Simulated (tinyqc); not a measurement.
# Energy and delay of logic against supply voltage: optimum supplies against the temperature

One expression serves below and above threshold: I(Vg) = Ik [ln(1 + exp((Vg - VT + dd V)/(al nf Vt)))]^al, with I_on = I(V) and I_off = I(0). Gate delay td = kd C V/I_on, clock period LD td. Per gate and cycle the switching energy is act C V^2 and the leakage energy I_off V LD td. No short-circuit current, no variation. Minima are sought above 0.09 V; below a few Vt gates no longer switch and the model has no meaning.

V_min minimises the energy and V_EDP the product of energy and td. VT, Ik and nf are held fixed.

Values chosen for this exercise; values of the order met in logic technologies:
- VT = 0.4 V (threshold voltage at zero drain bias)
- nf = 1.07 (slope factor)
- dd = 0.05 (barrier lowering per volt of supply)
- Ik = 0.44 uA (specific current of a gate)
- al = 1.62 (exponent of the current law)
- C = 1.1 fF (load capacitance of a gate)
- kd = 0.8 (delay factor)
- LD = 60 (logic depth)
- act = 0.05 (activity factor)

Constants: q = 1.602176634e-19 C, kB = 1.380649e-23 J/K, Vt = kB T/q. Results are converted to the units shown.

Optimum supplies against the temperature:
```
T (K)  V_min (V)  energy at V_min (aJ)  leakage share (%)  clock at V_min (MHz)  V_EDP (V)  clock at V_EDP (GHz)
220       0.1614                 1.915              25.14              5.997e-4     0.8282                0.7478
250       0.1835                 2.474              25.18              0.005613     0.8282                0.6080
280       0.2055                 3.109              25.29               0.03198     0.8282                0.5060
310       0.2276                 3.825              25.52                0.1278     0.8282                0.4291
340       0.2498                 4.634              25.96                0.3911     0.8282                0.3695
370       0.2721                 5.552              26.68                0.9734     0.8284                0.3223
400       0.2945                 6.603              27.75                 2.053     0.8290                0.2845
```

What does the table show?

As T goes from 220 to 400, V_min rises from 0.161 to 0.295 V, the energy there rises from 1.91 to 6.60 aJ, the clock there rises from 6.00e-4 to 2.05 MHz and V_EDP stays near 0.828 V.

tinyqc, about 0.01 s, one thread, Intel Xeon 2.30GHz (shared host): `OMP_NUM_THREADS=1 python tinyqc.py 2082143 2082144 out.jsonl`
